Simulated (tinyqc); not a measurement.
Inside a calculation. Method: MP2 on RHF in the sto-6g basis, for H2, spin multiplicity 1. One step of it, computed by the program tinyqc.

Question. Iteration 2 (converged): orbitals. Diagonalise F' = X^T F X, C = X C', fill 1 alpha and 1 beta electrons from the bottom; D = 2 C_occ C_occ^T. Each column has its largest component positive (the first on a tie).

converged F (hartree):
```
,1H 1s,2H 1s
1H 1s,-0.213327,-0.429364
2H 1s,-0.429364,-0.213327
```

X:
```
,1H 1s,2H 1s
1H 1s,1.078840,-0.241548
2H 1s,-0.241548,1.078840
```

Give: F' = X^T F X; orbital energies; coefficients C; D after iteration 2.

Answer.

F' = X^T F X (hartree):
```
,1,2
1,-0.037,-0.414
2,-0.414,-0.037
```

orbital energies (hartree): MO1 -0.451, MO2 0.377

coefficients C:
```
,MO1,MO2
1H 1s,0.592,0.934
2H 1s,0.592,-0.934
```

D after iteration 2:
```
,1H 1s,2H 1s
1H 1s,0.701,0.701
2H 1s,0.701,0.701
```
